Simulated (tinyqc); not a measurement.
Inside a calculation: deep level with several charge states, and Shockley-Read-Hall recombination. Values are carried at full precision from step to step, so a last printed digit may differ when a step is redone from the rounded ones.

Energies from Ev. The defect has charge states +1, 0, -1 with weights 1, gm exp((EF - E1)/kT), exp((2 EF - E1 - E2)/kT); the shares are the weights over their sum. Boltzmann carriers: n = Nc exp((EF - Eg)/kT), p = Nv exp(-EF/kT). Neutrality: p - n + Nd + Nt <q> = 0.

Constants: kB = 8.617333262e-05 eV/K.

Inputs chosen for the exercise (gap and densities of states near those of GaN at this temperature; the results hold for these values, not for the real material): Eg = 3.4 eV (gap); Nc = 2.96e+18 1/cm^3 (conduction-band density of states); Nv = 5.56e+19 1/cm^3 (valence-band density of states); T = 350 K; E1 = 0.85 eV (level (+1/0) above Ev); E2 = 1.771 eV (level (0/-1) above Ev); gm = 2 (degeneracy of the middle state, the others 1); Nt = 2.2e+14 1/cm^3 (defects); Nd = 1.4e+15 1/cm^3 (ionised shallow donors minus acceptors); E_try = 1.871 eV (trial Fermi level); Et = 1.771 eV (recombination level above Ev); sn = 1.9e-14 cm^2 (electron capture cross-section); sp_ = 5.4e-15 cm^2 (hole capture cross-section); vth = 14000000 cm/s (thermal velocity, both carriers); Nm = 1.6e+16 1/cm^3 (equilibrium electrons for the lifetime steps); dn = 9.8e+15 1/cm^3 (excess pairs).

## Charge states at a trial Fermi level

Form the exponents, the shares, the mean charge and the residual of neutrality at EF = E_try.

exponents of the second and third weights: 33.852  37.168

shares: +1 0.0000, 0 0.0677, -1 0.9323

<q> = -0.9323

n, p (1/cm^3): 0.000285  6.37e-08

residual = 1.19e+15 1/cm^3

The residual is positive, so EF must rise.

## The neutral state

Solve for EF.

EF = 3.1639 eV

shares at EF: +1 0.000, 0 0.000, -1 1.000

n = 1.18e+15 1/cm^3
p = 1.54e-26 1/cm^3

Without the defects the majority density would be 1.40e+15 1/cm^3; with them the density of these carriers is 1.18e+15, so they compensate part of the doping. Most defects are in the state -1.

## Recombination through one level

One level at Et with degeneracy 1: tn = 1/(sn vth Nt), tp = 1/(sp_ vth Nt), n1 = Nc exp((Et - Eg)/kT), p1 = Nv exp(-Et/kT), ni^2 = n1 p1. Equilibrium n0 = Nm, p0 = ni^2/Nm; n = n0 + dn, p = p0 + dn. U = (n p - ni^2)/(tp (n + n1) + tn (p + p1)), lifetime dn/U; emission rates en = sn vth n1, ep = sp_ vth p1.

Evaluate each quantity.

tn, tp (microsecond): 0.01709  0.06013

n1, p1 (1/cm^3): 1.03e-05  1.75e-06

U = 1.47e+23 1/(cm^3 s)
lifetime = 0.0666 microsecond

The lifetime is 1.108 times the minority capture time tp and 0.863 times tn + tp, the limit of high injection.

## Emission and generation in a depleted region

With n = p = 0 the level generates pairs at G = Nt en ep/(en + ep); generation lifetime tg = ni/G; current density e G W for a width W = 1 micrometre, e = 1.602176634e-19 C.

en, ep (1/s): 2.75e-12  1.33e-13

G = 27.8 1/(cm^3 s)
tg = 0.153 microsecond
current density = 4.46e-22 A/cm^2

The slower step, hole emission, limits the rate: en/ep = 20.8.

## Checks

- U against hole capture minus emission at the steady occupation of the level (1/(cm^3 s)): both 1.471e+23.

Computed by tinyqc, a small Python program: `OMP_NUM_THREADS=1 python tinyqc.py 1680325 1680326 out.jsonl` (the numbers bound the seed that draws the inputs); one thread of a shared host (Intel(R) Xeon(R) Processor @ 2.30GHz), about 0.01 s for the whole set of steps.
